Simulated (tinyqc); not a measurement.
Velocity overshoot from momentum and energy balance equations after a field step: one step, computed by the program tinyqc.

At t = 0 the field jumps from 0 to F in a uniform sample. v is the drift velocity and u = w - (3/2) k_B T the excess energy per carrier.

Question. First four steps. dv/dt = e F/m - v/tau_m(u), du/dt = e F v - u/tau_E, tau_m(u) = tau_0/(1 + c u), tau_0 = m mu_0/e, c = mu_0/(e tau_E v_s^2); this choice gives the steady state v (1 + mu_0 F v/v_s^2) = mu_0 F, which saturates at v_s. Step: v_new = (v + dt e F/m)/(1 + dt/tau_m(u)), u_new = (u + dt e F v_new)/(1 + dt/tau_E). Start v = u = 0; the distance adds dt (v + v_new)/2.

Inputs (values chosen for the exercise, modelled on holes in silicon except for tau_E): energy relaxation time tau_E = 0.67 ps; field after the step F = 52 kV/cm; lattice temperature T = 300 K; time step dt = 3.7 fs.

Scheme: implicit in the damping.

c = 9.636734 1/eV

tau_0 = 116.5554 fs

acceleration e F/m = 0.02230699 1e7 cm/s per fs

Give: Steps.

Answer.

Steps:
```
step  t (fs)  v (1e7 cm/s)    u (eV)  tau_m (fs)
1        3.7        0.0800  0.000153       116.4
2        7.4        0.1575  0.000454       116.0
3       11.1        0.2326  0.000896       115.6
4       14.8        0.3054  0.001476       114.9
```
